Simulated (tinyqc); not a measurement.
Reverse leakage of an n+-p junction: diffusion, generation, trap-assisted and band-to-band tunnelling: leakage components against the acceptor density of the lighter side.

One-sided abrupt junction in the depletion approximation, x from the junction (0) to W on the p side, field F = F0 (1 - x/W). Flat quasi-Fermi levels, long p side. Traps generate through SRH with both lifetimes shortened by 1 + Gamma (Hurkx enhancement, form for moderate fields); band-to-band generation is local and needs a total bending above Eg.

ni = sqrt(Nc Nv) exp(-Eg/(2 Vt)), Eg in volts; Vbi = Vt ln(Na Nd/ni^2); W = sqrt(2 eps0 eps_r (Vbi + VR)/(q Na)); F0 = 2 (Vbi + VR)/W; FG = sqrt(24 mt m0 (kB T)^3)/(q hbar); J_diff = q ni^2 sqrt(Dn/tau)(1 - exp(-VR/Vt))/Na. u = (Vbi + VR)(1 - x/W)^2, p = Na exp(-u/Vt), n = Nd exp((u - Vbi - VR)/Vt); G0 = ni^2 (1 - exp(-VR/Vt))/(tau (n + p + 2 ni cosh(Et/Vt))); Gamma = 2 sqrt(3 pi)(F/FG) exp((F/FG)^2); trap-assisted part G0 Gamma; G_bb = Ab F^2.5 exp(-Bb/F) with F in V/cm, zero unless Vbi + VR > Eg. Currents are q times the integrals over 0 to W; J_bb under 1e-8 of J is printed as 0; rows with F0/FG above 2.2, beyond the range of this Gamma, are left out.

Inputs (values chosen for the exercise); band and dielectric values close to those of germanium:
```
symbol    value                 unit                                             meaning
T           300                    K                                         temperature
Eg         0.65                   eV                                            band gap
eps_r      16.1                                                    relative permittivity
Nc      1.06e19                cm^-3              conduction-band density of states at T
Nv         6e18                cm^-3                 valence-band density of states at T
Nd         1e20                cm^-3                   donor density of the heavier side
tau        2e-9                    s         SRH lifetime of both carriers at zero field
Et            0                   eV                trap level above the intrinsic level
mt         0.15                   m0                                     tunnelling mass
Dn          8.1               cm^2/s  electron diffusion coefficient on the lighter side
Ab       7.2e14  cm^-0.5 V^-2.5 s^-1                              band-to-band prefactor
Bb       5.02e6                 V/cm                         band-to-band field constant
VR          0.7                    V                                        reverse bias
```

Constants: q = 1.602176634e-19 C, kB = 1.380649e-23 J/K, hbar = 1.054571817e-34 J s, m0 = 9.1093837015e-31 kg, Vt = kB T/q, eps0 = 8.8541878128e-14 F/cm where lengths are in cm. Results are converted to the units shown.

Results:

| Na (cm^-3) | F0 (kV/cm) | F0/FG | J_diff (A/cm^2) | J_SRH (A/cm^2) | J_TAT (A/cm^2) | J_bb (A/cm^2) | J (A/cm^2) | largest part |
|---|---|---|---|---|---|---|---|---|
| 1e16 | 52.9 | 0.185 | 7.81e-4 | 0.0268 | 0.0178 | 0 | 0.0453 | SRH generation |
| 5.6e16 | 127 | 0.446 | 1.39e-4 | 0.0106 | 0.0191 | 0 | 0.0298 | trap-assisted tunnelling |
| 1.3e17 | 196 | 0.685 | 6.00e-5 | 0.00678 | 0.0215 | 6.20e-9 | 0.0284 | trap-assisted tunnelling |
| 3.2e17 | 310 | 1.08 | 2.44e-5 | 0.00421 | 0.0301 | 2.34e-4 | 0.0345 | trap-assisted tunnelling |
| 7.5e17 | 478 | 1.67 | 1.04e-5 | 0.00268 | 0.0688 | 0.192 | 0.263 | band-to-band tunnelling |

Estimate the missing row, Na = 2.4e16 cm^-3.

Computed row:

| Na (cm^-3) | F0 (kV/cm) | F0/FG | J_diff (A/cm^2) | J_SRH (A/cm^2) | J_TAT (A/cm^2) | J_bb (A/cm^2) | J (A/cm^2) | largest part |
|---|---|---|---|---|---|---|---|---|
| 2.4e16 | 82.6 | 0.289 | 3.25e-4 | 0.0167 | 0.0181 | 0 | 0.0352 | trap-assisted tunnelling |

With this row back in the table: J goes from 0.0453 through a minimum of 0.0284 (at Na = 1.3e17 among the rows listed) to 0.263 A/cm^2. SRH generation leads at Na = 1e16, trap-assisted tunnelling from 2.4e16, band-to-band tunnelling from 7.5e17 on. The ratio J_TAT/J_SRH goes from 0.664 to 25.6 as F0/FG goes from 0.185 to 1.67.

Range of the model: The n+ side is degenerate, so Vbi from Boltzmann statistics is only a guide.

Program tinyqc, `OMP_NUM_THREADS=1 python tinyqc.py 2290096 2290097 out.jsonl`; Intel Xeon 2.30GHz, shared host, one thread, about 0.01 s.
